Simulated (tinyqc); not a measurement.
Inside a calculation. Method: Hueckel theory of the pi electrons, for the molecule [CH2]c1ccnc(N)c1 (SMILES; centres numbered as the heavy atoms are written). One step of it, computed by the program tinyqc.

Problem. Orbitals. Diagonalise; E = alpha + x beta with beta < 0, so the largest x are filled first; degenerate levels share their electrons. P = sum n_i c_ri c_si; each orbital has its largest coefficient positive (the first on a tie).

Hueckel matrix in units of beta (H = alpha + beta A), order 1C, 2C, 3C, 4C, 5N, 6C, 7N, 8C:
$$\begin{pmatrix}
0.000000 & 1.000000 & 0.000000 & 0.000000 & 0.000000 & 0.000000 & 0.000000 & 0.000000 \\
1.000000 & 0.000000 & 1.000000 & 0.000000 & 0.000000 & 0.000000 & 0.000000 & 1.000000 \\
0.000000 & 1.000000 & 0.000000 & 1.000000 & 0.000000 & 0.000000 & 0.000000 & 0.000000 \\
0.000000 & 0.000000 & 1.000000 & 0.000000 & 1.000000 & 0.000000 & 0.000000 & 0.000000 \\
0.000000 & 0.000000 & 0.000000 & 1.000000 & 0.500000 & 1.000000 & 0.000000 & 0.000000 \\
0.000000 & 0.000000 & 0.000000 & 0.000000 & 1.000000 & 0.000000 & 0.800000 & 1.000000 \\
0.000000 & 0.000000 & 0.000000 & 0.000000 & 0.000000 & 0.800000 & 1.500000 & 0.000000 \\
0.000000 & 1.000000 & 0.000000 & 0.000000 & 0.000000 & 1.000000 & 0.000000 & 0.000000
\end{pmatrix}$$

pi electrons, sum of z_r less the charge = 9

Give: x values; occupations; coefficients; charge and bond-order matrix P.

Solution.

x values: [2.3386, 1.7520, 1.3515, 0.7873, 0.0676, -1.0406, -1.1773, -2.0789]

occupations: [2.0000, 2.0000, 2.0000, 2.0000, 1.0000, 0.0000, 0.0000, 0.0000]

coefficients, order 1C, 2C, 3C, 4C, 5N, 6C, 7N, 8C:
$$\begin{pmatrix}
0.1336 & -0.2600 & -0.3167 & -0.0306 & 0.7573 & 0.1708 & 0.3843 & -0.2510 \\
0.3123 & -0.4555 & -0.4281 & -0.0241 & 0.0512 & -0.1777 & -0.4524 & 0.5218 \\
0.2573 & -0.3978 & 0.0139 & -0.4748 & -0.3594 & -0.4376 & 0.2521 & -0.4071 \\
0.2894 & -0.2415 & 0.4468 & -0.3497 & -0.0754 & 0.6331 & 0.1557 & 0.3245 \\
0.4194 & -0.0252 & 0.5900 & 0.1995 & 0.3544 & -0.2212 & -0.4354 & -0.2675 \\
0.4818 & 0.2099 & 0.0555 & 0.4070 & -0.0778 & -0.2923 & 0.5745 & 0.3653 \\
0.4596 & 0.6664 & -0.2991 & -0.4568 & 0.0434 & 0.0921 & -0.1717 & -0.0817 \\
0.3396 & -0.1402 & -0.2756 & 0.4864 & -0.3944 & 0.4517 & -0.1037 & -0.4267
\end{pmatrix}$$

charge and bond-order matrix P, order 1C, 2C, 3C, 4C, 5N, 6C, 7N, 8C:
$$\begin{pmatrix}
0.9468 & 0.6316 & 0.0236 & -0.1159 & 0.0076 & -0.0994 & 0.0266 & 0.0098 \\
0.6316 & 0.9803 & 0.5157 & 0.0312 & -0.2116 & 0.0387 & -0.0396 & 0.5322 \\
0.0236 & 0.5157 & 1.0294 & 0.7126 & -0.0645 & -0.2760 & 0.1162 & -0.0415 \\
-0.1159 & 0.0312 & 0.7126 & 0.9337 & 0.6159 & -0.0517 & -0.0068 & -0.2925 \\
0.0076 & -0.2116 & -0.0645 & 0.6159 & 1.2544 & 0.5939 & -0.1678 & 0.0210 \\
-0.0994 & 0.0387 & -0.2760 & -0.0517 & 0.5939 & 0.8959 & 0.3141 & 0.6644 \\
0.0266 & -0.0396 & 0.1162 & -0.0068 & -0.1678 & 0.3141 & 1.9089 & -0.1713 \\
0.0098 & 0.5322 & -0.0415 & -0.2925 & 0.0210 & 0.6644 & -0.1713 & 1.0506
\end{pmatrix}$$
